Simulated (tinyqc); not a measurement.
Range and order of the fit: effective mass of the heavy-hole band from tabulated energies.

c = hbar^2/2m0.
Constants: hbar^2/2m0 = 3.80998211 eV angstrom^2.

Energies along [110], from the band edge downward:
```
k (1/angstrom)   E (meV)
0.000000         0.00000
0.012000         0.82640
0.024000         3.27750
0.036000         7.26920
0.048000        12.66320
0.060000        19.27180
0.072000        26.86660
0.084000        35.19280
0.096000        43.98930
```

reference mass (curvature of the model at k = 0.0001 1/angstrom) = 0.661980 m0

Least-squares fits of E = a k^2 (+ b k^4 + d k^6) over points 1 to n, and the line y = c k^2/E against E; errors of m against the reference.

Results:
```
n  E at point n (meV)  one term (%)  two terms (%)  three terms (%)  line (%)  rms residual, one term (meV)
3                 7.3          2.35           0.01             0.00     -0.02                         0.026
4                12.7          4.05           0.02             0.00     -0.06                         0.081
5                19.3          6.23           0.06            -0.01     -0.14                         0.187
6                26.9          8.93           0.14            -0.02     -0.26                         0.368
7                35.2         12.15           0.31            -0.04     -0.46                         0.648
8                44.0         15.94           0.59            -0.08     -0.74                         1.046
```

The error of the parabola goes from +2.35 to +15.94 % as the range widens, and at n = 8 its residual, 1.05 meV, is only 2.4 % of the top energy: a small residual does not vouch for the mass. Over the full range (n = 8) the best form is three terms (0.08 %); the line errs by -0.02 % at n = 3 and -0.74 % at n = 8. Without scatter, a narrower range or a second term is the cure: at n = 8 the errors are +15.94, +0.59 and -0.08 % for one, two and three terms. Three terms on three points interpolate exactly.

Computed by tinyqc, a small Python program: `OMP_NUM_THREADS=1 python tinyqc.py 1851259 1851260 out.jsonl` (the numbers bound the seed that draws the inputs); one thread of a shared host (Intel(R) Xeon(R) Processor @ 2.30GHz), about 0.01 s for the whole set of steps.
